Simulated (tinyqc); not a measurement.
Inside a calculation: Lorentz oscillators and the Kramers-Kronig relations. Values are carried at full precision from step to step, so a last printed digit may differ when a step is redone from the rounded ones.

eps(E) = 1 + sum_j S_j/(E0_j^2 - E^2 - i G_j E).

Constants: hbar c = 1973.269805 eV angstrom; hbar^2/2m0 = 3.80998211 eV angstrom^2; e^2/(4 pi eps0) = 14.39964547 eV angstrom.

Inputs chosen for the exercise: E0 = (2.3, 4.42) eV (resonances); G = (0.46, 0.75) eV (widths); S = (20.1, 85.4) eV^2 (strengths); E = 0.77 eV (photon energy); h = 0.5 eV (grid step); M = 40 (grid points E_j = j h); i = 3 (grid index at which eps1 is wanted).

## Dielectric function at one energy

Evaluate each oscillator and the sum.

terms: 4.2550+0.3209i  4.5040+0.1373i

eps(E) = 9.7590+0.4582i
eps(0) = 9.1709

## Optical constants

n + i k = sqrt(eps1 + i eps2) with k >= 0; R = ((n - 1)^2 + k^2)/((n + 1)^2 + k^2) at normal incidence from vacuum; alpha = 2 E k/(hbar c), times 1e8 for 1/cm; loss function Im(-1/eps) = eps2/(eps1^2 + eps2^2).

Convert eps at the photon energy E into the optical constants.

n = 3.1248
k = 0.0733
R = 0.2656
alpha = 5.72e+03 1/cm
loss function = 0.0048
vacuum wavelength hc/E (hc = 1239.841984 eV nm) = 1610.2 nm

The intensity falls to 1/e within 1.75e+03 nm.

## Absorptive part on the grid

Tabulate eps2 at E_j = j h.

eps2(E_j), j = 1 .. M: 0.2677  0.6828  1.7473  7.8917  11.1897  3.4257  4.3715  12.2261  24.4033  7.4102  2.7537  1.3776  0.8151  0.5343  0.3748  0.2759  0.2106  0.1652  0.1326  0.1084  0.0899  0.0756  0.0642  0.0551  0.0477  0.0416  0.0365  0.0322  0.0286  0.0256  0.0229  0.0206  0.0186  0.0169  0.0154  0.0141  0.0129  0.0118  0.0109  0.0100

## eps1 at one grid point

Kramers-Kronig: eps1(E) = 1 + (2/pi) P integral_0^infinity E1 eps2(E1)/(E1^2 - E^2) dE1. Maclaurin rule on the grid E_j = j h, j = 1 .. M: eps1(E_i) = 1 + (4 h/pi) sum over j with j - i odd of E_j eps2(E_j)/(E_j^2 - E_i^2); nothing is added above E_M.

List the terms E_j eps2_j/(E_j^2 - E_i^2) for j - i odd, add them and form eps1.

terms in order of j (1/eV): -0.5462  9.0190  1.5225  3.5567  1.6286  0.2449  0.0800  0.0357  0.0189  0.0111  0.0070  0.0047  0.0032  0.0023  0.0017  0.0013  0.0010  0.0008  0.0006  0.0005

sum = 15.594 1/eV
eps1(E_i) = 10.928

The oscillator formula gives 12.207 at E_i = 1.5 eV. The rule samples every 2h = 1 eV against a narrowest width of 0.46 eV and stops at 20 eV; coarse sampling and the missing tail make the difference.

## The f-sum on the grid

W(E_M) = (2/pi) h sum_j E_j eps2_j, with half weight on the last point; the full integral equals sum S_j = (hbar omega_p)^2, and the electron density follows from (hbar omega_p)^2 = 8 pi c (e^2/(4 pi eps0)) N with c = hbar^2/2m0.

W(E_M) = 101.94 eV^2
sum S = 105.50 eV^2
share reached on this grid (a step near the line widths can inflate it) = 0.966
hbar omega_p = 10.271 eV
N = 7.65e+22 1/cm^3

## Checks

- The value of eps1 at 0.805 eV from a fine, long grid (with the tail of eps2 ~ 1/E^3 added) against the oscillator formula: both 9.82.

Program tinyqc; command `OMP_NUM_THREADS=1 python tinyqc.py 1682729 1682730 out.jsonl`; about 0.2 s on one thread of a shared Intel(R) Xeon(R) Processor @ 2.30GHz.
